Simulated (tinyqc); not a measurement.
# From one set of inputs to another, one input at a time

Model: time-dependent dielectric breakdown: cell percolation, Weibull statistics, area scaling and voltage extrapolation. Computed by tinyqc, a small Python program. Command: `OMP_NUM_THREADS=1 python tinyqc.py 3002889 3002890 out.jsonl tddb ladder`. One thread of a shared host (Intel(R) Xeon(R) Processor @ 2.30GHz), about 0.01 s of CPU time with the checks.

The oxide is divided into columns of area a^2, each holding m = t_ox/a cells (m is taken as continuous). A share lambda(t) = (t/t_1)^alpha of the cells is defective, and a column whose cells are all defective breaks down.

The inputs printed are set A. Inputs not listed in the table keep their values of set A, so the rows need not describe a real material.

Inputs (values chosen for the exercise, for a model gate oxide): oxide thickness t_ox = 1.9 nm; defect cell size a = 1.1 nm; exponent alpha of defect growth = 0.82; time t_1 at which the occupied share would reach 1 = 7.5e+07 s; test area A = 4 um^2; product area A_u = 200000 um^2; stress voltage V = 3.06 V; use voltage V_u = 1.2 V; local exponent n = -d ln t/d ln V at the stress voltage = 27; activation energy E_a = 0.49 eV; stress temperature T = 125 C; use temperature T_u = 85 C; allowed failure fraction F = 1e-06.

Voltage law used: 1/E.

Constants: k_B = 8.617333262e-05 eV/K.

Method:
- Failure fraction F = 1 - (1 - lambda^m)^N with N = A/a^2 columns, which for small lambda^m is 1 - exp(-(t/t63)^beta) with beta = alpha m and t63 = t_1 N^(-1/beta); critical share lambda(t63) = N^(-1/m). 1 um^2 = 1e6 nm^2.
- All three voltage laws share the slope n at the stress voltage. Factor t(V_u)/t(V): E law exp(n (1 - V_u/V)); 1/E law exp(n (V/V_u - 1)); power law (V/V_u)^n.
- Temperatures in kelvin are T(C) + 273.15.
- Temperature factor exp[(E_a/k_B)(1/T_u - 1/T)]; area factor (A/A_u)^(1/beta); percentile factor (-ln(1 - F))^(1/beta); life = t63 x all four; 1 year = 3.15576e7 s.

Each row keeps all changes above it:
```
input moved                                                  from      to  projected life (years)  critical share of defective cells  area factor
set A                                                           -       -               1.222e+07                          1.681e-04    4.812e-04
exponent alpha of defect growth                              0.82     0.3               1.037e-14                          1.681e-04    8.547e-10
oxide thickness t_ox (nm)                                     1.9     5.9               3.494e+08                          6.089e-02    1.202e-03
local exponent n = -d ln t/d ln V at the stress voltage        27      37               1.883e+15                          6.089e-02    1.202e-03
time t_1 at which the occupied share would reach 1 (s)   75000000  160000               4.017e+12                          6.089e-02    1.202e-03
allowed failure fraction F                                  1e-06  0.0001               7.029e+13                          6.089e-02    1.202e-03
product area A_u (um^2)                                    200000  600000               3.551e+13                          6.089e-02    6.070e-04
use voltage V_u (V)                                           1.2     3.8               3.269e-15                          6.089e-02    6.070e-04
```

Where does the difference come from?

Projected life goes from 1.22e7 to 3.27e-15, a factor 2.67e-22 in all. The largest single move comes from use voltage V_u (a factor 9.20e-29), and oxide thickness t_ox works against it (a factor 3.37e22). Critical share of defective cells goes from 1.68e-4 to 0.0609, a factor 362 in all. The largest single move comes from oxide thickness t_ox (a factor 362). Area factor goes from 4.81e-4 to 6.07e-4, a factor 1.26 in all. The largest single move comes from oxide thickness t_ox (a factor 1.41e6), and exponent alpha of defect growth works against it (a factor 1.78e-6). The single moves hold for this order of the switches; the total does not depend on the order.

Caution (all rows): t_1 is an input here; in a real oxide it changes with thickness at fixed voltage. Caution (rows set A, exponent alpha of defect growth, oxide thickness t_ox, local exponent n = -d ln t/d ln V at the stress voltage, time t_1 at which the occupied share would reach 1, allowed failure fraction F, product area A_u): a voltage factor of more than nine decades rests wholly on the chosen law and cannot be tested.

Extremes, crossings and ranges named in words are read from the listed rows.
